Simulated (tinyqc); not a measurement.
Comparisons within one model: parabolic quantum dot in a magnetic field (Fock-Darwin). A value that a table varies takes the place of the one given here.

Two dimensions, V = m w0^2 r^2/2, one valley. hbar wc = 2 muB B/m, W = sqrt(w0^2 + wc^2/4), E(n, l, s) = (2n + |l| + 1) hbar W - l hbar wc/2 + s gs muB B, n = 0, 1, ..., l = 0, +/-1, ..., s = +/-1/2; length lam = sqrt(2c/(m hbar W)), c = hbar^2/2m0.

Two electrons, first order in the Coulomb energy: the singlet (0,0)^2 has 2W + J0 and the lowest triplet (0,0)(0,1) has 3W - wc/2 + J0/2 - Ez, with J0 = sqrt(pi/2) q/(eps lam), q = e^2/(4 pi eps0), Ez = |gs| muB B.

Exact treatment: the centre of mass separates with energy W, and the relative motion obeys [-(2c/m) Laplacian + (2c/m) r^2/(2 lam^2)^2 + q/(eps r)] psi = e_l psi for angular number l, solved in 14 Gaussians r^l exp(-a r^2), a = 1.7^i/(4 lam^2), i = -3 to 10. E(S) = W + e_0, E(T) = W + e_1 - wc/2 - Ez.

Constants: muB = 5.788381798e-05 eV/T; hbar^2/2m0 = 3.80998211 eV angstrom^2; e^2/(4 pi eps0) = 14.39964547 eV angstrom.

Values chosen for the exercise (near those of a gate-defined dot in InAs; shifted at random, so the results belong to these values and not to a real crystal):
- m = 0.0306 m0 (mass)
- gs = -8.47 (g factor)
- w0 = 6.4 meV (confinement energy hbar w0)
- Bs = (0, 0.42, 0.85, 1.4, 2, 3, 4.4) T (fields)
- eps = 15.2 (dielectric constant)
- B = 0.5 T (magnetic field)

## Levels against field

Six orbital levels without the Zeeman term.

Levels (meV):
```
B (T)   (0,0)   (0,1)  (0,-1)   (0,2)   (1,0)   (0,3)
0       6.400  12.800  12.800  19.200  19.200  25.600
0.42    6.449  12.104  13.693  17.758  19.347  23.413
0.85    6.599  11.590  14.806  16.581  19.797  21.572
1.4     6.926  11.204  16.501  15.482  20.779  19.760
2.0     7.435  11.086  18.652  14.737  22.304  18.389
3.0     8.554  11.432  22.782  14.311  25.661  17.190
4.4    10.499  12.675  29.322  14.852  31.498  17.028
```

What can be read from the table?

(0,2) crosses (0,-1) where W = 3 wc/2, that is wc = w0/sqrt(2), B = 1.20 T, and (0,3) crosses it at W = wc, B = 1.95 T. States with n = 0 and l >= 0 draw together into the lowest Landau level: their spacing W - wc/2 shrinks from 6.40 to 2.18 meV, while (0,-1) climbs to 18.82 meV above (0,0).

## Singlet against triplet in a field

For each field, first order and exact.

Energies (meV):
```
B (T)     J0  W - wc/2     Ez  E(T) - E(S), first order  exact
0      6.019     6.400  0.000                     3.390   4.26
0.42   6.042     5.655  0.206                     2.428   3.30
0.85   6.112     4.991  0.417                     1.518   2.39
1.4    6.262     4.278  0.686                     0.461   1.34
2.0    6.488     3.651  0.981                    -0.573   0.31
3.0    6.959     2.879  1.471                    -2.071  -1.17
4.4    7.710     2.176  2.157                    -3.836  -2.92
```

What does this show, and why?

Exactly, the triplet drops below the singlet between 2 and 3 T. First order puts the crossing between 1.4 and 2 T; with J0/W = 0.94 at zero field it misses the splitting there by 0.87 meV. From the first row to the last the orbital cost falls by 4.22 meV, the Coulomb gain J0/2 (half direct, half exchange) grows by 0.85 meV and the Zeeman gain by 2.16 meV. States of higher angular number, which take over at higher fields, in soft dots already within such a table, are left out.

## What each parameter does

The two modes W +/- wc/2, lam and the exact E(T) - E(S), with q = e^2/(4 pi eps0) and Ez = |gs| muB B. Each row changes one parameter from the base and keeps the others.

Results:
```
case           upper mode (meV)  lower mode (meV)  lam (angstrom)  E(T) - E(S) (meV)
base                      7.415             5.524           196.2               3.12
B = 0.3 T                 6.993             5.858           196.9               3.57
w0 = 8 meV                9.002             7.110           175.8               4.38
m = 0.0352 m0             7.275             5.630           183.2               3.13
gs = -12.71               7.415             5.524           196.2               3.00
eps = 12.9                7.415             5.524           196.2               2.87
```

What does this show?

The largest shifts from the base row, up to three for each result and ties (the steps differ in size, so this ranks the rows, not the parameters). upper mode (meV): w0 +1.586, B -0.423, m -0.141; unchanged at the printed digits by gs and eps. lower mode (meV): w0 +1.586, B +0.334, m +0.107; unchanged at the printed digits by gs and eps. lam (angstrom): w0 -20.4, m -13.0, B +0.7; unchanged at the printed digits by gs and eps. E(T) - E(S) (meV): w0 +1.26, B +0.44, eps -0.25.

Computed by tinyqc, a small Python program: `OMP_NUM_THREADS=1 python tinyqc.py 1250033 1250034 out.jsonl` (the numbers bound the seed that draws the inputs); one thread of a shared host (Intel(R) Xeon(R) Processor @ 2.30GHz), about 0.04 s for the whole set of steps.
